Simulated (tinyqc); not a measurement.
Heisenberg spin cluster by exact diagonalisation: multiplets, susceptibility, level crossings: one step, computed by the program tinyqc.

H = J1 sum S_i.S_j over the bonds 1-2 - g mu_B B S_z; J > 0 is antiferromagnetic.

Problem. Magnetisation in the field. Each multiplet splits as E - g mu_B B m; <S_z> is the Boltzmann mean. The first level crossing is at the smallest (E_S - E_0)/(g mu_B (S - S_0)) over higher spins (0 if the ground state has the highest spin).

Inputs (values chosen for the exercise, for a model cluster): g factor = 2.02; temperature T = 31 K; field B = 1.3 T.

Cluster: dimer. Spin s of each site: 0.5.

Levels at B = 0:

| E (meV) | total S | number of multiplets |
|---|---|---|
| -6.045 | 0 | 1 |
| 2.015 | 1 | 1 |

ground energy = -6.045 meV

Constants: k_B = 8.617333262e-05 eV/K; mu_B = 5.7883818060e-05 eV/T.

Give: <S_z>; first crossing field.

Solution.

<S_z> = 0.0048583

first crossing field = 68.933 T
